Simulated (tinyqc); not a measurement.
What each parameter does: strain-driven crossing of the Gamma and L valleys in a germanium-like crystal.

Biaxial loads: e0 is the in-plane strain e_par and the normal is free. (001): e_perp = -2 (C12/C11) e_par; exx = eyy = e_par, ezz = e_perp, no shear. (111): e_perp = -(2 C11 + 4 C12 - 4 C44)/(C11 + 2 C12 + 4 C44) e_par; exx = eyy = ezz = (2 e_par + e_perp)/3 and exy = eyz = ezx = (e_perp - e_par)/3. (110): e_perp = -(C11 + 3 C12 - 2 C44)/(C11 + C12 + 2 C44) e_par; exx = eyy = (e_par + e_perp)/2, ezz = e_par, exy = (e_perp - e_par)/2, eyz = ezx = 0. Uniaxial loads: a stress along n, scaled so that n.e.n = e0, with exx = s11 sxx + s12 (syy + szz), exy = s44 sxy/2, s11 = (C11 + C12)/((C11 - C12)(C11 + 2 C12)), s12 = -C12/((C11 - C12)(C11 + 2 C12)), s44 = 1/C44.

Edges from the unstrained valence top: Gamma at Eg + ac tr(e); an L valley with unit axis u at EgL + aL tr(e) + XuL (u.e.u - tr(e)/3), u along [111], [1-1-1], [-11-1], [-1-11]; valence edges are the levels of the 6 x 6 matrix of X, Y, Z times spin with -Dso/3 + l exx + m (eyy + ezz) on the diagonal (cyclic), n exy off it, l = av + 2 b, m = av - b, n = sqrt(3) d. Spin-orbit term (Dso/3) L.sigma on X, Y, Z with (L_k)_ij = -i epsilon_kij: <X+|H|Y+> = -i Dso/3, <X+|H|Z-> = Dso/3, <Y+|H|Z-> = -i Dso/3, <Z+|H|X-> = -Dso/3, <Z+|H|Y-> = i Dso/3, <X-|H|Y-> = i Dso/3, and their conjugates; + and - are the spin along z.

Inputs chosen for the exercise (near those of Ge, gaps at low temperature; not measured data): Eg = 0.901 eV (gap at Gamma to the s-like level); EgL = 0.745 eV (gap to L); Dso = 0.288 eV (spin-orbit splitting); ac = -8.23 eV (conduction deformation potential); av = 1.24 eV (valence hydrostatic potential); b = -2.5 eV (tetragonal shear potential); d = -5.26 eV (trigonal shear potential); aL = -1.77 eV (hydrostatic potential of the L edge, Xd + Xu/3); XuL = 16.62 eV (uniaxial potential, L); C11 = 130 GPa; C12 = 48.6 GPa; C44 = 66.8 GPa; load = biaxial (001) (kind of strain); e0 = 0.002 (size of the strain).

Direct gap, Gamma minus the lowest L edge and the valence splitting.

One parameter was then changed.

Results before and after:

| case | direct gap (eV) | Gamma - L (meV) | valence splitting (meV) |
|---|---|---|---|
| base | 0.8680 | 139.8 | 18.0 |
| changed | 0.8730 | 142.2 | 15.2 |

Which of these changes was made? (a) Dso = 0.3312 eV; (b) b = -2.125 eV; (c) e0 = 0.0017; (d) aL = -2.0355 eV; (e) XuL = 19.113 eV; (f) ac = -9.4645 eV; (g) d = -6.049 eV.

Answer: (c) e0 = 0.0017. Of the candidates, run in turn, only this one gives the changed row.

All candidates:

| case | direct gap (eV) | Gamma - L (meV) | valence splitting (meV) |
|---|---|---|---|
| base | 0.8680 | 139.8 | 18.0 |
| b = -2.125 eV | 0.8695 | 139.8 | 15.2 |
| Dso = 0.3312 eV | 0.8681 | 139.8 | 17.9 |
| e0 = 0.0017 | 0.8730 | 142.2 | 15.2 |
| aL = -2.0355 eV | 0.8680 | 140.5 | 18.0 |
| d = -6.049 eV | 0.8680 | 139.8 | 18.0 |
| ac = -9.4645 eV | 0.8649 | 136.7 | 18.0 |
| XuL = 19.113 eV | 0.8680 | 139.8 | 18.0 |

Program tinyqc; command `OMP_NUM_THREADS=1 python tinyqc.py 1051453 1051454 out.jsonl`; about 0.01 s on one thread of a shared Intel(R) Xeon(R) Processor @ 2.30GHz.
